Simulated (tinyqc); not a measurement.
Long runs: velocity against field: Monte Carlo simulation of one carrier in a uniform electric field. Computed by tinyqc, a small Python program. Command: `OMP_NUM_THREADS=1 python tinyqc.py 3010130 3010131 out.jsonl mcfl walk`. One thread of a shared host (Intel(R) Xeon(R) Processor @ 2.30GHz), about 1 s of CPU time with the checks.

The force e F acts along +z. Flights end at the constant total rate Gamma; the part of Gamma that the real rates do not fill is self-scattering, which leaves k unchanged. One valley, no impurities; equivalent final valleys enter only through Z_f in the optical rate.

Inputs (values chosen for the exercise, modelled on holes in silicon):
```
quantity                                             value       unit
effective mass m                                     0.509        m_0
density rho                                           2329     kg/m^3
sound velocity v_l                                    9000        m/s
acoustic deformation potential D_A                     5.9         eV
phonon energy hbar w                                  61.7        meV
optical or intervalley deformation potential D_o        10  1e8 eV/cm
final valleys Z_f                                        1          -
lattice temperature T                                  200          K
electric field F                                        16      kV/cm
energy E_max up to which Gamma must cover the rates    0.4         eV
seed of the random numbers                           74493          -
```

Crystal: non-polar. Band: parabolic.

Constants: k_B = 1.380649e-23 J/K; e = 1.602176634e-19 C; hbar = 1.054571817e-34 J s; m_0 = 9.1093837015e-31 kg; hbar = 6.582119569e-16 eV s; k_B = 8.617333262e-05 eV/K.

Method:
- Parabolic band: E = hbar^2 k^2/(2 m), speed v = hbar k/m, states per spin, volume and energy g(E) = m k/(2 pi^2 hbar^2). Masses are multiplied by m_0 and all formulas are in SI units.
- Phonon occupation N_q = 1/(exp(hbar w/(k_B T)) - 1).
- Acoustic deformation potential (elastic, equipartition, absorption and emission together): 1/tau = 2 pi k_B T D_A^2 g(E)/(hbar rho v_l^2).
- Optical or intervalley deformation potential: 1/tau = (pi Z_f D_o^2/(rho w)) [N_q g(E + hbar w) + (N_q + 1) g(E - hbar w)], with g = 0 below the band edge.
- Gamma is 1.05 times the largest total rate on the grid E = (j + 1/2) E_max/400, j = 0..399.
- On the grid E_j = (j + 1/2) hbar w/12 up to 20 k_B T + 2 hbar w, solve (sum of rates) l(E) = v(E); mu_0 = e sum g v l exp(-E/k_B T)/(3 k_B T sum g exp(-E/k_B T)).
- Flight: t = -ln(r1)/Gamma; k_z grows by e F t/hbar; E follows from the band; dz = (E_end - E_start)/(e F).
- Choice: with cumulative rates in the order acoustic, absorption, emission, the process is the first whose sum exceeds r2 Gamma; if none, self-scattering.
- Final state: E' = E, E + hbar w or E - hbar w gives k'. Isotropic processes: cos(theta) = 1 - 2 r3 from the z axis, phi = 2 pi r4, k' (sin theta cos phi, sin theta sin phi, cos theta).
- Each row: 250 carriers from a thermal start, 1600 flights each, the first half discarded, random numbers not printed; the error is the standard error over ten groups; the mean energy is taken at the ends of flights, which sample time evenly. Fields at which more than 0.02 % of the events exceed Gamma are left out.

Gamma = 22.4777 1e12/s

low-field mobility mu_0 = 2368.72 cm^2/(V s)

Monte Carlo results:
```
F (kV/cm)  drift velocity (1e5 m/s)  error (1e5 m/s)  mu_0 F (1e5 m/s)  mean energy (meV)  real events (%)
4                             0.499           0.0057            0.9475               37.3             8.54
8                             0.675           0.0041            1.8950               46.6            11.70
16                            0.837           0.0054            3.7900               66.0            18.70
```

What does the comparison show, and why?

At the lowest field the drift velocity is 0.53 +/- 0.01 of the ohmic value mu_0 F, at the highest 0.22 +/- 0.00. The mean energy goes from 37 to 66 meV against the parabolic-band thermal value 3 k_B T/2 = 26 meV: the carriers heat, more of them reach the emission threshold, where they lose momentum, and the curve bends below the ohmic line. Only 9 to 19 % of the events are real; the rest is the price of a constant Gamma. Where hbar w is several k_B T, energy relaxes slowly and the low-field energies may still be drifting.

Extremes, crossings and ranges named in words are read from the listed rows.
